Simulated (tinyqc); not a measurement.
Drifting, spreading and decaying minority pulse (Haynes-Shockley), explicit time steps: one step of the calculation.

Low injection in a uniform field: dn/dt = D d2n/dx2 - v dn/dx - n/tau with D = mu Vt and v = mu F towards +x. Exact solution on an infinite bar for a Gaussian start at x0: n = N0 exp(-t/tau) exp(-(x - x0 - v t)^2/(2 s^2))/sqrt(2 pi s^2), s^2 = s0^2 + 2 D t.

Problem. Densities after a time step. (L n)_i = a n_(i-1) + b n_i + c n_(i+1), n = 0 beyond the ends. Explicit step: n(new) = n + L n.

a = 0.45339999
b = -0.71030426
c = 0.24228888

```
node,n at t = 0 (1e12 cm^-3)
1,0.0464268
2,0.2913752
3,0.8771276
4,1.2664834
5,0.8771276
6,0.2913752
7,0.0464268
8,0.0035482
9,0.0001301
10,0.0000023
```

Give: n at t = 1 dt.

Solution.

```
node,n at t = 1 dt (1e11 cm^-3)
1,0.840
2,3.180
3,6.931
4,9.771
5,8.989
6,4.933
7,1.464
8,0.221
9,0.016
10,0.001
```

tinyqc, about 0.01 s, one thread, Intel Xeon 2.30GHz (shared host): `OMP_NUM_THREADS=1 python tinyqc.py 2310134 2310135 out.jsonl`
